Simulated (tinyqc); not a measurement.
Trench capacitor in an array: capacitance, non-linearity, leakage and relaxation: one step of the calculation.

A film between two metal electrodes, each interface adding a series capacitance ci. The small-signal permittivity is ek (1 + aq E^2); the field is found with the linear permittivity. Leakage J = J0 sinh(E/Ef). After a voltage step the film passes a relaxation current kr C V tt^(-nr), tt being the time in seconds. The sidewall is a coaxial capacitor with radii a = dm/2 - t and b = dm/2, depth AR dm; the end face is left out.

Task. Cell capacitance, fields and time constant. Per length 1/c = ln(b/a)/(2 pi eps0 ek) + (1/a + 1/b)/(2 pi ci); cell capacitance c AR dm; per footprint over pt^2; fields c V/(2 pi eps0 ek r) at r = a and b; resistance of the inner electrode rho AR dm/(pi a^2); time constant R C/3 of the distributed line.

Parameters, values chosen for the exercise; permittivity of the order of that of tantalum oxide:
```
symbol  value     unit                                                             meaning
ek       23.6                                            relative permittivity of the film
t          11       nm                                                      film thickness
ci         39  uF/cm^2  capacitance of each electrode interface (dead layer and screening)
V         1.8        V                                                                bias
dm        120       nm                                                diameter of the hole
AR         20                                            aspect ratio, depth over diameter
pt        260       nm                                           pitch of the square array
rho       230  uohm cm                                  resistivity of the inner electrode
```

Constants: eps0 = 8.8541878128e-14 F/cm where lengths are in cm. Results are converted to the units shown.

Find: a; b; cell capacitance; capacitance per footprint; field at a; field at b; R; R C/3.

Result.

a = 49.000 nm
b = 60.000 nm
cell capacitance = 14.169 fF
capacitance per footprint = 20.960 uF/cm^2
field at a = 1.6518 MV/cm
field at b = 1.3490 MV/cm
R = 0.73181 kohm
R C/3 = 3.4563 ps

The array gives 12.1 times the planar capacitance per footprint; curvature makes the field at the inner electrode 1.11 times the planar value.

tinyqc, about 0.01 s, one thread, Intel Xeon 2.30GHz (shared host): `OMP_NUM_THREADS=1 python tinyqc.py 2102048 2102049 out.jsonl`
